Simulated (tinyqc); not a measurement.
Where the wafer is too thin: surface photovoltage measurement of the minority-carrier diffusion length in a wafer. Computed by tinyqc, a small Python program. Command: `OMP_NUM_THREADS=1 python tinyqc.py 3130357 3130358 out.jsonl spv walk`. One thread of a shared host (Intel(R) Xeon(R) Processor @ 2.30GHz), about 0.01 s of CPU time with the checks.

Low injection, steady light, a depletion layer much thinner than 1/alpha and L. The excess density dn is taken at the front edge of the neutral region; light that reaches the back is lost.

Inputs (values chosen for the exercise, modelled on p-type silicon at room temperature): wafer thickness W = 625 micrometre; diffusivity D = 30.5 cm^2/s; front recombination velocity S_f = 6300 cm/s; back recombination velocity S_b = 1100 cm/s; photon flux entering = 4.1e+12 1/(cm^2 s).

Method:
- alpha = (84.732/lambda - 76.417)^2 per cm with lambda in micrometre (an empirical fit for silicon between 0.7 and 1.05 micrometre).
- Thick wafer: dn = Phi L/((S_f + D/L)(L + 1/alpha)). Finite wafer, with s = S_b L/D, w = W/L, a = alpha L: dn = [Phi a/(a^2 - 1)] [a - B - exp(-alpha W)(a - s)/(cosh w + s sinh w)]/(S_f + B D/L), B = (sinh w + s cosh w)/(cosh w + s sinh w).
- Readings y = (Phi/dn) (1 + noise x g) at 780, 830, 880, 920, 950, 975 and 995 nm; a least-squares line y = c (1/alpha + L_app) gives L_app = intercept/slope.
- No noise; L is varied at fixed W, and the last two columns set S_b to 0 and to 1e7 cm/s.

Apparent length (micrometre):
```
L          W/L  given S_b  S_b = 0  S_b = 1e7
31.2    20.032      31.20     31.2      31.20
62.5    10.000      62.50     62.5      62.50
125.0    5.000     125.03    125.1     124.85
188.0    3.324     188.27    190.0     185.71
312.0    2.003     309.26    338.1     285.54
500.0    1.250     457.58    647.2     376.13
812.0    0.770     597.25   1396.4     438.24
1310.0   0.477     684.06   3034.8     468.94
2500.0   0.250     734.53   7352.9     484.66
```

What follows from these numbers?

With a fast back surface L_app levels off, at 485 micrometre in the last row; with a passive one it reaches up to 2.94 times L among these rows and is 7350 in the last. All three columns are within 5 % of L down to W/L = 3.3.

Extremes, crossings and ranges named in words are read from the listed rows.
